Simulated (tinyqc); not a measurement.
A ladder of methods, and size consistency: correlation methods against full CI in the 3-21g basis, for H2, spin multiplicity 1. Computed by the program tinyqc with PySCF. All electrons correlated; +Q is the Davidson correction (1 - c0^2) E_corr. The last columns treat two copies 100 angstrom apart as one system. FCI is the lowest singlet.

Geometry (angstrom):
```
atom       x       y       z
H     0.0000  0.0000  0.0000
H     0.0000  0.0000  0.6310
```

RHF energy of one = -1.112926 hartree

Correlation energies (hartree):
```
method   E_corr of one  share of FCI (%)  E_corr of two at 100 angstrom  two minus twice one (mhartree)
MP2          -0.016307           71.6184                      -0.032614                          0.0000
CISD         -0.022769          100.0000                      -0.045040                          0.4985
CISD+Q       -0.023025          101.1207                      -0.046014                          0.0349
CCSD         -0.022769          100.0000                      -0.045539                          0.0000
CCSD(T)      -0.022769          100.0000                      -0.045539                          0.0000
FCI          -0.022769          100.0000                              -                               -
```

What does the comparison show, and why?

MP2 recovers 72 %, CISD 100.0 % and CCSD 100.0 % of the FCI value (c0^2 = 0.989 in CISD). MP2 and coupled cluster are size consistent, so their last column vanishes; CISD loses 0.50 mhartree, since a double excitation on each copy is a quadruple of the pair, and the Davidson correction leaves +0.03. With two electrons, or one virtual orbital, CISD and CCSD are exact for one copy, so +Q overshoots there.
